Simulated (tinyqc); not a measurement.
Critical points: density of states of one tight-binding band on the simple cubic lattice.

E(k) = -2 t (c1 + c2 + c3) - 4 t2 (c1 c2 + c2 c3 + c3 c1) with ci = cos(2 pi ki); k in fractions of the reciprocal vectors, mesh k_i = j/N with j = 0 .. N-1. Densities are per cell and per spin, so the band holds one state.

Inputs chosen for the exercise: t = 1.85 eV (nearest hopping); t2 = 0 eV (second hopping).

The gradient vanishes at these points by symmetry; the signs of the eigenvalues of the second-derivative matrix give the type.

Critical points:
```
point                k    E (eV)  positive  negative     type
Gamma        (0, 0, 0)  -11.1000         3         0  minimum
X          (0.5, 0, 0)   -3.7000         2         1   saddle
M        (0.5, 0.5, 0)    3.7000         1         2   saddle
R      (0.5, 0.5, 0.5)   11.1000         0         3  maximum
```

Gamma is a minimum at -11.100 eV: its contribution to g starts as a square root. X is a saddle at -3.700 eV: g has a square-root kink there. M is a saddle at 3.700 eV: g has a square-root kink there. R is a maximum at 11.100 eV: its contribution to g ends as a square root.

(tinyqc, `OMP_NUM_THREADS=1 python tinyqc.py 1682063 1682064 out.jsonl`, Intel(R) Xeon(R) Processor @ 2.30GHz, 1 thread, shared host, about 0.2 s.)
